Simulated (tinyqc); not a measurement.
Which coupling does what: hole subbands of a hard-walled well, four-band Luttinger model.

Hole energies are counted downwards from the unstrained band edge, c = hbar^2/2m0. After the usual block transformation one block is H = [[P + Q - Zs, R - i S], [R + i S, P - Q + Zs]] in (heavy, light), with P +/- Q = c [(g1 +/- g2) k^2 + (g1 -/+ 2 g2) kz^2], R = sqrt(3) c gR k^2, S = 2 sqrt(3) c g3 k kz, kz = -i d/dz; axial approximation gR = (g2 + g3)/2. Zs = b (e_par - e_perp) is the shear part of the strain (the hydrostatic part shifts all levels alike and is left out). Basis sqrt(2/L) sin(n pi z/L), n = 1 to N, for each component: kz^2 gives (n pi/L)^2 and the heavy-light block is R delta_nm - 2 sqrt(3) c g3 k D_nm with D_nm = 4 n m/(L (n^2 - m^2)) for n + m odd, 0 otherwise. The other block has the same levels. The split-off band is left out.

Constants: hbar^2/2m0 = 3.80998211 eV angstrom^2.

Inputs chosen for the exercise (near those of GaAs; shifted at random, so the results belong to these values and not to a real crystal): g1 = 7 (Luttinger gamma1); g2 = 2.05 (gamma2); g3 = 2.89 (gamma3); L = 180 angstrom (well width along [001]); k = 0.0157 1/angstrom (wave vector in the plane).

shear strain energy Zs = 0.039716 eV

N = 20, at the given k. Diagonal: R = S = 0. Along [100] and [110] gR is g2 and g3 instead of their mean.

Hole energies (meV):
```
model         E1      E2     E3     E4
diagonal  -27.85  -17.75  -0.93  22.63
R alone   -28.04  -17.90  -1.03  22.56
S alone   -28.58  -20.36  -5.66  15.97
axial     -28.77  -20.50  -5.76  15.91
[100]     -28.71  -20.46  -5.73  15.93
[110]     -28.84  -20.55  -5.79  15.89
```

The couplings move E1 by -0.92 meV: R alone by -0.19, S alone by -0.73, so S matters more at k L/pi = 0.90 (R grows as k^2 and joins equal n, S as k and joins n of opposite parity). Warping spreads E1 by 0.13 meV between [100] and [110], the hole being heavier along [110]; the axial value lies between them.

Computed by tinyqc, a small Python program: `OMP_NUM_THREADS=1 python tinyqc.py 1280208 1280209 out.jsonl` (the numbers bound the seed that draws the inputs); one thread of a shared host (Intel(R) Xeon(R) Processor @ 2.30GHz), about 0.2 s for the whole set of steps.
